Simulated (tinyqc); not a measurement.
Shape against the ratio gamma(100)/gamma(111): equilibrium crystal shape, supported particles, Gibbs-Thomson effect and coarsening. Computed by tinyqc, a small Python program. Command: `OMP_NUM_THREADS=1 python tinyqc.py 3013417 3013418 out.jsonl wulff walk`. One thread of a shared host (Intel(R) Xeon(R) Processor @ 2.30GHz), about 0.05 s of CPU time with the checks.

A cubic crystal bounded by {100}, {110} and {111} facets only.

Inputs (values chosen for the exercise, for a model cubic crystal): atomic volume Omega = 16.61 angstrom^3.

Surface energies: given.

surface energies gamma(100), gamma(110), gamma(111) (J/m^2): [1.07, 1.11, 0.91]

Method:
- The energies and Omega are given.
- Wulff construction: the facet planes lie at distances lambda gamma from the centre, and the shape is the region inside all of them; V = (1/3) sum of area x distance. gamma_mean = sum A gamma / sum A; shape factor eta = A/V^(2/3) (4.836 for a sphere).
- gamma(110)/gamma(111) is held at the value of this crystal.

gamma (J/m^2): (100) 1.07, (110) 1.11, (111) 0.91

Area fractions:
```
gamma(100)/gamma(111),{100},{110},{111},eta
0.550,1.0000,0.000000,0.00000,6.0000
0.705,0.9092,0.000000,0.09084,5.7284
0.847,0.6738,0.000000,0.32620,5.3774
0.999,0.4017,0.004053,0.59424,5.2452
1.180,0.2023,0.008372,0.78934,5.3238
1.320,0.1058,0.011330,0.88286,5.4430
1.530,0.0240,0.015629,0.96036,5.6190
1.750,0.0000,0.019786,0.98021,5.6941
```

What follows from these numbers?

{100} holds 100 % of the area in the first row and 0 % in the last; without {110} the limits are a cube below 1/sqrt(3) = 0.577 and an octahedron above sqrt(3) = 1.732. The roundest shape among these rows (eta = 5.245) is at the ratio 0.999; {110} shows in 5 rows.
